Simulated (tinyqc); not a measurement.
# Vertical double-diffused power MOSFET, components of the on-resistance: two studies

Stripe cells of pitch Wp + a, two channels a cell. Current flows through the channels, spreads in the accumulation layer, passes the gap between the p bodies and spreads at 45 degrees into the drift layer below them. Low drain voltage, full ionisation.

Parameters, values chosen for the exercise; bulk values close to those of gallium nitride: temperature T = 300 K; relative permittivity eps_r = 9.28; critical-field constant Kc = 26500 V/cm per (cm^-3)^(1/8); rated breakdown voltage of the drift layer BV = 1700 V; drift mobility at 300 K mud = 895 cm^2/(V s); temperature exponent of the drift mobility bt = 2.2; gate oxide thickness (eps_r 3.9) tox = 36 nm; gate overdrive Vov = 7 V; channel mobility mch = 29 cm^2/(V s); accumulation-layer mobility mac = 130 cm^2/(V s); channel length Lc = 0.8 um; width of the p body in one cell, channels included Wp = 7.2 um; gap between neighbouring p bodies a = 3.2 um; depth of the p body xp = 1.3 um; doping of the gap over the drift doping Nj = 5; built-in voltage of the body junction Vbi = 3.14 V; substrate and contact resistance Rs = 0.15 mohm cm^2.

Constants: q = 1.602176634e-19 C, eps0 = 8.8541878128e-14 F/cm where lengths are in cm. Results are converted to the units shown.

Each table varies one quantity; the others keep the values above.

## On-resistance against the rated breakdown voltage of the drift layer

Triangular field at breakdown with Ec = Kc N^(1/8): BV = eps0 eps_r Ec^2/(2 q N), so N = (eps0 eps_r Kc^2/(2 q BV))^(4/3); W = 2 BV/Ec; mu = mud (T/300 K)^(-bt); rho = 1/(q mu N); ideal resistance rho W. Pitch p = Wp + a, Cox = 3.9 eps0/tox; zero-bias depletion in the gap w0 = sqrt(2 eps0 eps_r Vbi/(q N Nj)), open gap g = a - 2 w0; R_ch = Lc p/(2 mch Cox Vov); R_acc = 0.6 a p/(4 mac Cox Vov), 0.6 being an empirical factor for current leaving the layer along its length; R_gap = (rho/Nj) xp p/g; spreading depth t = min(W, (p - g)/2); R_drift = (rho p/2) ln((g + 2 t)/g) + rho (W - t); R_on = the sum with Rs.

The same in every row: R_ch (mohm cm^2) = 2.136; R_acc (mohm cm^2) = 0.5719.

Results:
```
BV (V)  R_gap (mohm cm^2)  R_drift (mohm cm^2)  R_on (mohm cm^2)  ideal (mohm cm^2)  largest term
300              0.005675              0.02471             2.889            0.01074       channel
490               0.01113              0.07011             2.940            0.03661       channel
800               0.02201               0.1929             3.073             0.1247       channel
2100              0.08776                1.670             4.616              1.392       channel
3500               0.1898                5.602             8.650              4.992         drift
5600               0.4040                17.47             20.73              16.16         drift
9200               0.9794                59.04             62.87              55.92         drift
15000               2.858                198.0             203.7              189.8         drift
```

Estimate the missing row, BV = 1300 V.

Computed row:
```
BV (V)  R_gap (mohm cm^2)  R_drift (mohm cm^2)  R_on (mohm cm^2)  ideal (mohm cm^2)  largest term
1300              0.04375               0.5568             3.459             0.4197       channel
```

With this row back in the table: R_on rises from 2.89 to 204 mohm cm^2. The channel term is the largest at BV = 300, the drift term from 3500 on. R_on is 269 times the ideal drift resistance in the first row and 1.07 times in the last. The ideal resistance goes as BV^(2.50), and R_on as BV^(2.40) between the last two rows.

## On-resistance against the doping of the gap over the drift doping

Same model as above.

The same in every row: R_ch (mohm cm^2) = 2.1364; R_acc (mohm cm^2) = 0.57190; ideal (mohm cm^2) = 0.82073.

On-resistance against the doping of the gap over the drift doping:
```
Nj   R_gap (mohm cm^2)  R_drift (mohm cm^2)  R_on (mohm cm^2)  largest term
1              0.41429               1.0890            4.3616       channel
1.5            0.25221               1.0650            4.1755       channel
2              0.17984               1.0519            4.0901       channel
3              0.11328               1.0374            4.0090       channel
5             0.064406               1.0239            3.9467       channel
8             0.038790               1.0148            3.9119       channel
12            0.025225               1.0087            3.8923       channel
```

What does the table show?

R_on falls from 4.36 to 3.89 mohm cm^2. The channel term is the largest at Nj = 1 and in all other rows. R_on is 5.31 times the ideal drift resistance in the first row and 4.74 times in the last.

Computed by the program tinyqc: `OMP_NUM_THREADS=1 python tinyqc.py 2230015 2230016 out.jsonl`, one thread of a shared Intel Xeon 2.30GHz, about 0.01 s for the whole run.
